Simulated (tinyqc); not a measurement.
## Trap density and scattering coefficient from 1/f noise

Problem. f S = K0 (1 + ac mu Cox I/gm)^2 with K0 = q^2 Vt lt Nt/(W L Cox^2), Vt in eV and Nt per eV. Find K0, Nt and ac.

Parameters, values chosen for the exercise: temperature T = 250 K; gate length L = 90 nm; total gate width W = 80 um; gate capacitance Cox = 1.56 uF/cm^2; mobility mu = 250 cm^2/(V s); tunnelling length into the oxide lt = 0.1 nm.

Constants: q = 1.602176634e-19 C, kB = 1.380649e-23 J/K, Vt = kB T/q. Results are converted to the units shown.

I/gm at two biases (V): 0.0340496348  0.233339479
f S at these biases (V^2): 6.14265220e-11  9.20632305e-11

Answer. sqrt(f S) is linear in I/gm: the intercept is sqrt(K0), and slope over intercept is ac mu Cox.

K0 = 5.681e-11 V^2
Nt = 1.800e18 cm^-3 eV^-1
ac = 3000 V s/C

Program tinyqc, `OMP_NUM_THREADS=1 python tinyqc.py 2150024 2150025 out.jsonl`; Intel Xeon 2.30GHz, shared host, one thread, about 0.01 s.
